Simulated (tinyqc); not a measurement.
Inside a calculation. Model: scattering of inversion-layer electrons by surface optical phonons of the gate insulator (remote phonon scattering). Computed by tinyqc, a small Python program that keeps every step. Command: `OMP_NUM_THREADS=1 python tinyqc.py 3112413 3112414 out.jsonl sophonon walk`. One thread of a shared host (Intel(R) Xeon(R) Processor @ 2.30GHz), about 0.02 s of CPU time with the checks. Intermediate numbers are printed to about 7 digits and carried at full precision; extremes and crossings named in words are read from the listed rows.

One subband with the Fang-Howard envelope; insulator and channel are half-spaces, the gate is far away, and an interlayer only moves the polar surface away by t (its own modes and its permittivity contrast are left out).

Inputs (values chosen for the exercise, modelled on AlN on silicon):
```
quantity                                   value        unit
static constant of the insulator eps_0s     9.27           -
intermediate constant eps_i                 7.38           -
optical constant eps_inf                    4.81           -
hbar omega_TO1                              80.6         meV
hbar omega_TO2                              88.2         meV
constant of the channel eps_s               11.7           -
in-plane mass m                            0.186         m_0
valleys g_v                                    2           -
sheet density n                          2.4e+12      1/cm^2
mean distance of the electrons z0 = 3/b      1.9          nm
interlayer thickness t                       1.4          nm
temperature T                                300           K
electron energy E                             36         meV
mobility from other processes                450  cm^2/(V s)
```

Screening by the channel electrons: static.

Constants: k_B = 8.617333262e-05 eV/K; hbar^2/(2 m_0) = 3.80998212 eV angstrom^2; e^2/(4 pi eps_0) = 14.39964548 eV angstrom; hbar = 6.582119569e-16 eV s; e = 1.602176634e-19 C; m_0 = 9.1093837015e-31 kg.

## Surface modes and strengths

eps(w) = eps_inf + (eps_0s - eps_i) w1^2/(w1^2 - w^2) + (eps_i - eps_inf) w2^2/(w2^2 - w^2). Surface modes solve eps(w) + eps_s = 0, a quadratic in w^2; the strength of a mode is g = 2/(w d eps/dw). Occupation N = 1/(exp(hbar w/(k_B T)) - 1).

hbar omega_SO (meV): 1 82.60906, 2 96.98434

strengths g: 1 0.00107652, 2 0.01180566

occupations N: 1 0.04269594, 2 0.02404665

hbar omega g (2 N + 1) (meV): 1 0.096525, 2 1.200029

The upper mode has the larger hbar omega g N, the prefactor of absorption before the dependence on q: 0.00380 and 0.0275 meV.

## The electron gas

Density of states D = g_v m/(pi hbar^2); eta = E_F/(k_B T) = ln(exp(n/(D k_B T)) - 1); screening wave number q_s = e^2 D/(2 eps_0 eps_avg) x 1/(1 + exp(-eta)), eps_avg = (eps_s + eps_inf)/2; b = 3/z0.

D = 1.553961e+14 1/(eV cm^2)

eta = -0.2016061

q_s = 0.7660264 1/nm

b = 1.578947 1/nm

## Squared matrix elements

For a mode of strength g, without the occupation factor, Area x |M(q)|^2 = e^2 hbar w g/(2 eps_0 q) x (b/(b + q))^6 exp(-2 q t) / (1 + (q_s/q) H(q))^2, H = (1 + 9 x/8 + 3 x^2/8)/(1 + x)^3, x = q/b.

Area x |M|^2 (meV^2 nm^2):
```
q (1/nm)  (b/(b + q))^6  exp(-2 q t)    mode 1    mode 2
0.05          0.8293992    0.8693582  48.57824  625.4350
0.10          0.6918046    0.7557837  68.53162  882.3306
0.20          0.4889082    0.5712091  67.63006  870.7232
0.30          0.3521423    0.4317105  49.85987  641.9357
0.50          0.1919309    0.2465970  20.33014  261.7463
0.80          0.0854864    0.1064585   4.25608   54.7961
1.20          0.0336453    0.0347353   0.50752    6.5343
```

## Rates at the energy E

Approximate momentum relaxation rate, taking tau v alike in the initial and final states: 1/tau = (m/(2 pi hbar^3)) sum over modes and over absorption (N, E' = E + hbar w) and emission (N + 1, E' = E - hbar w > 0) of [(1 - f(E'))/(1 - f(E))] int_0^(2 pi) Area |M(q)|^2 (1 - cos theta) d theta, q^2 = k^2 + k'^2 - 2 k k' cos theta, f the Fermi function; 48 midpoints in theta from 0 to pi.

rates (1/ps): mode 1 absorption 0.000458024, mode 1 emission 0.000000000, mode 2 absorption 0.002707615, mode 2 emission 0.000000000

tau at E = 315891.9 fs

## Mobility

mu = (e/m) int tau E f (1 - f) dE/(k_B T int f dE), by 300 midpoints from 0 to (max(eta, 0) + 14) k_B T; Matthiessen sum with the other processes.

remote-phonon mobility = 2880160 cm^2/(V s)

total mobility = 449.9297 cm^2/(V s)

loss of mobility = 0.01562169 %

Caution: a relaxation time is only an approximation for inelastic scattering, and static or no screening brackets the true dynamic screening only roughly.

## What an interlayer buys

The formulas are those given above.

Against the interlayer thickness:
```
t (nm)  remote-phonon mobility (cm^2/(V s))  total (cm^2/(V s))
0.0                            2.381629e+05            449.1513
0.3                            4.277817e+05            449.5271
0.6                            7.477684e+05            449.7294
1.0                            1.505356e+06            449.8655
1.5                            3.361966e+06            449.9398
2.0                            6.996307e+06            449.9711
3.0                            2.578229e+07            449.9921
```

1 nm of interlayer raises the remote-phonon mobility by a factor 6.32, as exp(2 q t) with an effective q of 0.92 per nm; between 2 and 3 nm the effective q is 0.65. The total goes from 449 to 450 over the first nanometre.

Checks made by the program: sum of strengths against 1/(eps_s + eps_inf) - 1/(eps_s + eps_0s) (relative difference below 1e-10).
